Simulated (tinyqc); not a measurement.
MOS inversion layer, Poisson-Schroedinger loop: course of the self-consistent loop.

Electrons confined at an insulator interface at z = 0, treated as a hard wall; parabolic valleys, Hartree approximation, no image or exchange terms. The depletion charge lies far deeper than the electrons and gives a uniform field q Nd/(eps0 eps_r); the gate balances all charge. Energies are counted from the band edge at the interface.

V0 = q Nd z/(eps0 eps_r) in eV.

Tridiagonal Hamiltonian with psi = 0 one step beyond both ends: H_ii = C (1/m_(i-1/2) + 1/m_(i+1/2))/hz^2 + V0_i + U_i, H_(i,i+1) = -C/(m_(i+1/2) hz^2), C = hbar^2/(2 m0). The lowest 2 level(s) are kept, normalised to hz sum |psi|^2 = 1. The mass is the same on all intervals.

Level k holds N_k = D_k Vt ln(1 + exp((EF - E_k)/Vt)) with D = 6 md1 m0 q/(pi hbar^2) per eV (spin included); EF is fixed by sum N_k = Ns.

n_i = sum_k N_k |psi_k|^2 (converted to cm^-3). Hartree part by Gauss: on the interval before node i the electrons still beyond are S_i = Ns - hz sum_(j<i) n_j, and U_i = U_(i-1) + q S_i hz/(eps0 eps_r) in eV, U_0 = 0 at the interface. Mixing: U(new) = U + a (U(out) - U).

Start from U = 0. Stop when the largest |U(out) - U| is below 1e-7 eV, or after 120 rounds.

Inputs (values chosen for the exercise); masses and permittivity close to those of silicon (111): temperature T = 77 K; relative permittivity eps_r = 11.5; mass along z of valley set A (6 valley(s)) mz1 = 0.257 m0; in-plane density-of-states mass of set A md1 = 0.355 m0; sheet density of electrons Ns = 2.2e12 cm^-2; sheet density of depletion charge Nd = 1.6e11 cm^-2; mesh step hz = 1 nm; mixing factor a = 1.

Constants: q = 1.602176634e-19 C, kB = 1.380649e-23 J/K, hbar = 1.054571817e-34 J s, m0 = 9.1093837015e-31 kg, Vt = kB T/q, eps0 = 8.8541878128e-14 F/cm where lengths are in cm, hbar^2/(2 m0) = 0.0380998212 eV nm^2. Results are converted to the units shown.

| node | z (nm) |
|---|---|
| 1 | 1 |
| 2 | 2 |
| 3 | 3 |
| 4 | 4 |
| 5 | 5 |
| 6 | 6 |
| 7 | 7 |
| 8 | 8 |
| 9 | 9 |
| 10 | 10 |
| 11 | 11 |
| 12 | 12 |
| 13 | 13 |
| 14 | 14 |
| 15 | 15 |
| 16 | 16 |
| 17 | 17 |
| 18 | 18 |
| 19 | 19 |

Course of the iteration:

| round | level A1 (eV) | EF (eV) | largest \|U(out) - U\| (eV) |
|---|---|---|---|
| 1 | 0.0228476 | 0.0169365 | 0.219 |
| 2 | 0.132284 | 0.127009 | 0.131 |
| 3 | 0.104266 | 0.0985318 | 0.0774 |
| 4 | 0.126381 | 0.121104 | 0.0692 |
| 5 | 0.109118 | 0.103513 | 0.0521 |
| 6 | 0.123850 | 0.118569 | 0.0475 |
| 7 | 0.111369 | 0.105837 | 0.0389 |
| 8 | 0.122360 | 0.117072 | 0.0358 |
| 9 | 0.112732 | 0.107245 | 0.0305 |
| ... | ... | ... | ... |
| 112 | 0.117379 | 0.112027 | 5.16e-6 |
| 113 | 0.117378 | 0.112026 | 4.75e-6 |
| 114 | 0.117379 | 0.112027 | 4.37e-6 |
| 115 | 0.117378 | 0.112026 | 4.02e-6 |
| 116 | 0.117379 | 0.112027 | 3.70e-6 |
| 117 | 0.117378 | 0.112026 | 3.41e-6 |
| 118 | 0.117379 | 0.112027 | 3.14e-6 |
| 119 | 0.117378 | 0.112026 | 2.89e-6 |
| 120 | 0.117379 | 0.112027 | 2.66e-6 |

Did this iteration meet its convergence test, and what does its course show?

No. Not converged within 120 rounds: the residual falls steadily but slowly, by a factor of about 0.92 a step over the last four steps. The lowest level moves up and down in turn: each round overcorrects the one before. Reruns converge within the same cap with Anderson mixing of depth 4 with a = 0.5 (11 rounds) and with plain mixing with a = 0.5 (20 rounds).

Computed by the program tinyqc: `OMP_NUM_THREADS=1 python tinyqc.py 2160054 2160055 out.jsonl`, one thread of a shared Intel Xeon 2.30GHz, about 0.6 s for the whole run.
